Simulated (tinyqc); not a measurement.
Comparisons within one model: Penn model of the dielectric constant and Phillips ionicity. A value that a table varies takes the place of the one given here.

n = 32/a^3; Ep^2 = 8 pi c e2 n with c = hbar^2/2m0, e2 = e^2/(4 pi eps0); EF = c (3 pi^2 n)^(2/3); eps = 1 + (Ep/Eg)^2 S with S = 1 - Eg/(4 EF) + (Eg/(4 EF))^2/3, Eg the Penn gap. Core d shells are left out.

Phillips: bond length d = sqrt(3) a/4; homopolar gap Eh = 39.74 d^(-2.48) eV (d in angstrom); Eg^2 = Eh^2 + C^2; ionicity fi = C^2/Eg^2.

Constants: hbar^2/2m0 = 3.80998211 eV angstrom^2; e^2/(4 pi eps0) = 14.39964547 eV angstrom.

Values chosen for the exercise (out of a larger set: near those of CdTe; not measured data):

| symbol | value | unit | meaning |
|---|---|---|---|
| a | 6.506 | angstrom | cubic lattice constant, 32 valence electrons a cell |
| C0 | 4.66 | eV | ionic gap, held fixed |
| ei | 7.21 |  | high-frequency dielectric constant |

## Dielectric constant under pressure

The lattice constant is scaled by the factor listed; C = C0.

Results:

| factor | Eh (eV) | Eg (eV) | Ep (eV) | eps | fi |
|---|---|---|---|---|---|
| 0.94 | 3.551 | 5.859 | 13.889 | 5.824 | 0.633 |
| 0.96 | 3.370 | 5.751 | 13.457 | 5.682 | 0.657 |
| 0.98 | 3.202 | 5.654 | 13.047 | 5.536 | 0.679 |
| 0.99 | 3.123 | 5.609 | 12.850 | 5.461 | 0.690 |
| 1.00 | 3.046 | 5.567 | 12.658 | 5.385 | 0.701 |
| 1.01 | 2.971 | 5.527 | 12.470 | 5.309 | 0.711 |
| 1.02 | 2.900 | 5.489 | 12.287 | 5.233 | 0.721 |
| 1.04 | 2.763 | 5.418 | 11.935 | 5.080 | 0.740 |

What does this show, and why?

d ln eps/d ln a = -1.41 around factor 1: eps rises under compression. Ep^2 goes as a^-3 and Eh^2 as a^-4.96; with C fixed Eg^2 goes as a^-1.48 at fi = 0.701, and leaving S aside the two powers balance at fi = 0.395. The slope is a difference of two powers and the model omits d shells and any change of C, so it is no prediction for a real crystal; eps from C0 (row 1.00) need not match a measured ei.

## What moves the Penn gap and the ionicity

Eg from ei; fi = 1 - (Eh/Eg)^2, printed even where negative. Each row changes one parameter from the base and keeps the others.

Results:

| case | Ep (eV) | Eg (eV) | Eh (eV) | fi |
|---|---|---|---|---|
| base | 12.658 | 4.737 | 3.046 | 0.587 |
| a = 6.636 angstrom | 12.288 | 4.596 | 2.900 | 0.602 |
| ei = 6.49 | 12.658 | 5.017 | 3.046 | 0.631 |

What can be read from the table?

The largest shifts from the base row, up to three for each result and ties (the steps differ in size, so this ranks the rows, not the parameters). Ep (eV): a -0.370; unchanged at the printed digits by ei. Eg (eV): ei +0.280, a -0.142. Eh (eV): a -0.146; unchanged at the printed digits by ei. fi: ei +0.045, a +0.015. With the tabulated Phillips C of about 4.9 eV, fi would be 0.72; this model leaves out the d-shell factor.

tinyqc: `OMP_NUM_THREADS=1 python tinyqc.py 1680499 1680500 out.jsonl`; about 0.01 s, one thread, shared Intel(R) Xeon(R) Processor @ 2.30GHz.
